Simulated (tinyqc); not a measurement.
Narrowing from the saturation current.

Problem. A uniform n-type emitter has J0 = (q p0 D/L)(s + tanh(W/L))/(1 + s tanh(W/L)), D = mup Vt, s = S L/D, and p0 = (ni^2/N) exp(dE_app/kB T), where dE_app = dEg + kB T ln[(N/Nc) exp(-eta)]. Find p0, dE_app and dEg.

Parameters, values chosen for the exercise; band and dielectric values close to those of silicon:
```
symbol,value,unit,meaning
T,250,K,temperature
Nc,2.1e19,cm^-3,conduction-band density of states at 250 K
N,1.2e19,cm^-3,ionised donor density
mup,230,cm^2/(V s),minority-hole mobility
W,230,nm,emitter width
S,2.7e5,cm/s,recombination velocity at the contact
```

Constants: q = 1.602176634e-19 C, kB = 1.380649e-23 J/K, Vt = kB T/q. Results are converted to the units shown.

J0 = 0.76074939 fA/cm^2
L = 3839.4693 nm
ni = 1.6711836e8 cm^-3
converged eta = -0.35917441

Solution. J0 gives p0, its ratio to ni^2/N gives dE_app, and the degeneracy term is taken off.

p0 = 0.0395 cm^-3
dE_app = 61.0 meV
dEg = 65.3 meV

Program tinyqc, `OMP_NUM_THREADS=1 python tinyqc.py 2330173 2330174 out.jsonl`; Intel Xeon 2.30GHz, shared host, one thread, about 0.01 s.
